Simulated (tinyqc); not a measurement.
Tight binding, kagome lattice, step by step. One step of it, computed by the program tinyqc.

Task: Bloch Hamiltonian at k. H_AB = -t1 - t2 exp(-i k.a1), H_AC = -t1 - t2 exp(-i k.a2), H_BC = -t1 - t2 exp(i k.(a1 - a2)), H_CC = delta.

Parameters chosen for this model:
```
parameter     value                unit
t1         1.720000    eV, up triangles
t2         1.450000  eV, down triangles
delta             0        eV on site C
```

k point k (fractions of the reciprocal vectors): [0.100000, -0.480000]

Give: H(k) at k.

Result:

H(k) at k (eV), order A, B, C:
```
[[0.0000, -2.8931+0.8523i, -0.2814-0.1817i],
 [-2.8931-0.8523i, 0.0000, -0.4494+0.6985i],
 [-0.2814+0.1817i, -0.4494-0.6985i, 0.0000]]
```
